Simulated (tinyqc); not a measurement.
# Fully depleted semiconductor-on-insulator film with two gates, non-linear Poisson equation by Newton steps: effects of single changes

One dimension across the film, front interface at x = 0, back interface at x = ts. psi is counted from the intrinsic level, n = ni exp(psi/Vt) (source grounded), holes neglected, acceptors ionised. Gates act through Cox = eps0 eox/tox and Cbox = 3.9 eps0/tb with potentials G1 = Vg - (phiM - chi - Vt ln(Nc/ni)) and G2 = Vb - (phiB - chi - Vt ln(Nc/ni)). Classical Boltzmann densities, no interface charge, no depletion in the back plane.

Values chosen for this exercise; band and dielectric values close to those of silicon:
```
symbol,value,unit,meaning
T,350,K,temperature
Eg,1.12,eV,band gap
eps_r,11.9,,relative permittivity
Nc,3.55e19,cm^-3,conduction-band density of states at T
Nv,3.31e19,cm^-3,valence-band density of states at T
chi,4.08,eV,electron affinity
eox,3.9,,relative permittivity of the gate insulator (close to silicon dioxide)
tox,1.7,nm,insulator thickness
ts,11,nm,film thickness
tb,67,nm,buried-oxide thickness (eps_r 3.9)
Na,1e15,cm^-3,acceptor density of the film
phiM,4.52,eV,work function of the front gate
phiB,5.13,eV,work function of the back plane
Vb,0,V,back-gate voltage
```

Constants: q = 1.602176634e-19 C, kB = 1.380649e-23 J/K, Vt = kB T/q, eps0 = 8.8541878128e-14 F/cm where lengths are in cm. Results are converted to the units shown.

Each table varies one quantity; the others keep the values above.

## Charge against front-gate voltage

ni = sqrt(Nc Nv) exp(-Eg/(2 Vt)), Eg in volts. The Poisson equation eps0 eps_r d2psi/dx2 = q (n + Na), with -eps0 eps_r dpsi/dx = Cox (G1 - psi) at x = 0 and eps0 eps_r dpsi/dx = Cbox (G2 - psi) at x = ts, is solved on 300 equal intervals with half boxes at both ends; N_inv is the trapezoid sum of n. Swing = ln 10/(d ln N_inv/dVg); the last column is (dN_inv/dVb)/(dN_inv/dVg).

Charge against front-gate voltage:
columns A: Vg (V); B: psi front (V); C: psi back (V); D: N_inv (cm^-2); E: centroid/ts; F: swing (mV/decade); G: q dN_inv/dVg over Cox; H: back/front leverage
```
A           B         C        D      E       F        G       H
-0.09  0.0187  -0.00726   4.06e5  0.429    72.7  1.01e-6  0.0470
0.06    0.165     0.132   4.70e7  0.409    72.7  1.18e-4  0.0459
0.21    0.311     0.270   5.37e9  0.389    74.0   0.0132  0.0448
0.36    0.439     0.377  2.58e11  0.338     136    0.345  0.0404
0.51    0.508     0.408  1.27e12  0.246     346    0.667  0.0334
0.66    0.547     0.416  2.68e12  0.184     612    0.795  0.0300
0.81    0.573     0.419  4.25e12  0.147     902    0.856  0.0284
0.96    0.591     0.421  5.91e12  0.123  1.21e3    0.890  0.0275
1.11    0.606     0.422  7.63e12  0.106  1.52e3    0.912  0.0269
```

What does the table show?

N_inv passes 1e11 cm^-2 at Vg = 0.313 V. The swing starts at 72.7 mV a decade, against (1 + k) Vt ln 10 = 71.1 for a front channel with k = Cs Cbox/(Cox (Cs + Cbox)) = 0.0241, Cs = eps0 eps_r/ts; above threshold this column is no longer a subthreshold swing. The centroid falls from 0.429 to 0.106 of ts and the leverage of the back gate falls from 0.0470 to 0.0269. For Vg = 0.66, 0.81, 0.96, 1.11 the density at an interface exceeds 0.3 Nc, where Boltzmann statistics fail. For Vg = 0.51, 0.66, 0.81, 0.96, 1.11 the classical centroid lies within 3 nm of an interface, where confinement, left out, would push it away.

## Threshold and coupling against the acceptor density of the film

VT is the Vg for N_inv = 1e11 cm^-2; -dVT/dVb from the linearised equation. Limits with Cs = eps0 eps_r/ts: front channel Cs Cbox/(Cox (Cs + Cbox)), back channel Cbox (Cox + Cs)/(Cox Cs). Swing at N_inv = 1e8 cm^-2.

The same in every row: front-channel limit = 0.0241; back-channel limit = 0.0792.

Threshold and coupling against the acceptor density of the film:
```
Na (cm^-3)  VT (V)  centroid/ts at VT  -dVT/dVb  swing (mV/decade)
1e15         0.313              0.363    0.0427               72.7
3e15         0.313              0.363    0.0427               72.7
9e15         0.314              0.361    0.0426               72.6
3e16         0.317              0.356    0.0423               72.6
8e16         0.323              0.345    0.0417               72.6
2e17         0.338              0.318    0.0403               72.5
7e17         0.399              0.219    0.0353               72.0
2e18         0.536             0.0898    0.0287               71.5
```

As Na goes from 1e15 to 2e18, VT rises from 0.313 to 0.536 V, the centroid falls from 0.363 to 0.0898 of ts and -dVT/dVb falls from 0.0427 to 0.0287. The coupling covers 33.8 % of the way from the front-channel to the back-channel limit in the first row and 8.47 % in the last.

tinyqc, about 0.3 s, one thread, Intel Xeon 2.30GHz (shared host): `OMP_NUM_THREADS=1 python tinyqc.py 2190081 2190082 out.jsonl`
